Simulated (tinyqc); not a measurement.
Empirical pseudopotential in a few plane waves, step by step. One step of it, computed by the program tinyqc.

Task: Levels at k. Diagonalise the Hermitian matrix.

H(k) at k (eV), order +0+0+0, -1-1-1, -1-1+1, -1+1-1, -1+1+1, +1-1-1, +1-1+1, +1+1-1, +1+1+1, -2+0+0, +0-2+0, +0+0-2, +0+0+2, +0+2+0, +2+0+0:
```
[[1.830320, 2.395549+0.875482i, -2.395549+0.875482i, -2.395549+0.875482i, -2.395549-0.875482i, -2.395549+0.875482i, -2.395549-0.875482i, -2.395549-0.875482i, 2.395549-0.875482i, 0.000000+0.897976i, 0.000000+0.897976i, 0.000000+0.897976i, 0.000000-0.897976i, 0.000000-0.897976i, 0.000000-0.897976i],
 [2.395549-0.875482i, 22.349118, 0.000000-0.897976i, 0.000000-0.897976i, 0.068028, 0.000000-0.897976i, 0.068028, 0.068028, 0.000000, -2.395549-0.875482i, -2.395549-0.875482i, -2.395549-0.875482i, -0.683068+0.048103i, -0.683068+0.048103i, -0.683068+0.048103i],
 [-2.395549-0.875482i, 0.000000+0.897976i, 18.201701, -0.068028, 0.000000-0.897976i, -0.068028, 0.000000-0.897976i, 0.000000, 0.068028, -2.395549+0.875482i, -2.395549+0.875482i, 0.683068+0.048103i, 2.395549-0.875482i, -0.683068-0.048103i, -0.683068-0.048103i],
 [-2.395549-0.875482i, 0.000000+0.897976i, -0.068028, 12.089719, 0.000000-0.897976i, -0.068028, 0.000000, 0.000000-0.897976i, 0.068028, -2.395549+0.875482i, 0.683068+0.048103i, -2.395549+0.875482i, -0.683068-0.048103i, 2.395549-0.875482i, -0.683068-0.048103i],
 [-2.395549+0.875482i, 0.068028, 0.000000+0.897976i, 0.000000+0.897976i, 7.942303, 0.000000, -0.068028, -0.068028, 0.000000-0.897976i, 2.395549+0.875482i, -0.683068+0.048103i, -0.683068+0.048103i, -2.395549-0.875482i, -2.395549-0.875482i, 0.683068-0.048103i],
 [-2.395549-0.875482i, 0.000000+0.897976i, -0.068028, -0.068028, 0.000000, 28.461100, 0.000000-0.897976i, 0.000000-0.897976i, 0.068028, 0.683068+0.048103i, -2.395549+0.875482i, -2.395549+0.875482i, -0.683068-0.048103i, -0.683068-0.048103i, 2.395549-0.875482i],
 [-2.395549+0.875482i, 0.068028, 0.000000+0.897976i, 0.000000, -0.068028, 0.000000+0.897976i, 24.313683, -0.068028, 0.000000-0.897976i, -0.683068+0.048103i, 2.395549+0.875482i, -0.683068+0.048103i, -2.395549-0.875482i, 0.683068-0.048103i, -2.395549-0.875482i],
 [-2.395549+0.875482i, 0.068028, 0.000000, 0.000000+0.897976i, -0.068028, 0.000000+0.897976i, -0.068028, 18.201701, 0.000000-0.897976i, -0.683068+0.048103i, -0.683068+0.048103i, 2.395549+0.875482i, 0.683068-0.048103i, -2.395549-0.875482i, -2.395549-0.875482i],
 [2.395549+0.875482i, 0.000000, 0.068028, 0.068028, 0.000000+0.897976i, 0.068028, 0.000000+0.897976i, 0.000000+0.897976i, 14.054285, -0.683068-0.048103i, -0.683068-0.048103i, -0.683068-0.048103i, -2.395549+0.875482i, -2.395549+0.875482i, -2.395549+0.875482i],
 [0.000000-0.897976i, -2.395549+0.875482i, -2.395549-0.875482i, -2.395549-0.875482i, 2.395549-0.875482i, 0.683068-0.048103i, -0.683068-0.048103i, -0.683068-0.048103i, -0.683068+0.048103i, 17.546846, -0.068028, -0.068028, 0.068028, 0.068028, 0.000000],
 [0.000000-0.897976i, -2.395549+0.875482i, -2.395549-0.875482i, 0.683068-0.048103i, -0.683068-0.048103i, -2.395549-0.875482i, 2.395549-0.875482i, -0.683068-0.048103i, -0.683068+0.048103i, -0.068028, 33.918227, -0.068028, 0.068028, 0.000000, 0.068028],
 [0.000000-0.897976i, -2.395549+0.875482i, 0.683068-0.048103i, -2.395549-0.875482i, -0.683068-0.048103i, -2.395549-0.875482i, -0.683068-0.048103i, 2.395549-0.875482i, -0.683068+0.048103i, -0.068028, -0.068028, 27.806244, 0.000000, 0.068028, 0.068028],
 [0.000000+0.897976i, -0.683068-0.048103i, 2.395549+0.875482i, -0.683068+0.048103i, -2.395549+0.875482i, -0.683068+0.048103i, -2.395549+0.875482i, 0.683068+0.048103i, -2.395549-0.875482i, 0.068028, 0.068028, 0.000000, 19.511412, -0.068028, -0.068028],
 [0.000000+0.897976i, -0.683068-0.048103i, -0.683068+0.048103i, 2.395549+0.875482i, -2.395549+0.875482i, -0.683068+0.048103i, 0.683068+0.048103i, -2.395549+0.875482i, -2.395549-0.875482i, 0.068028, 0.000000, 0.068028, -0.068028, 13.399429, -0.068028],
 [0.000000+0.897976i, -0.683068-0.048103i, -0.683068+0.048103i, -0.683068+0.048103i, 0.683068+0.048103i, 2.395549+0.875482i, -2.395549+0.875482i, -2.395549+0.875482i, -2.395549-0.875482i, 0.000000, 0.068028, 0.068028, -0.068028, -0.068028, 29.770810]]
```

Give: eigenvalues.

Result:

eigenvalues (eV): [-2.5460, 6.3541, 10.0973, 10.8164, 14.7323, 17.0278, 18.4513, 18.6569, 21.8994, 22.6603, 24.0424, 27.3779, 30.8497, 32.6267, 36.3505]
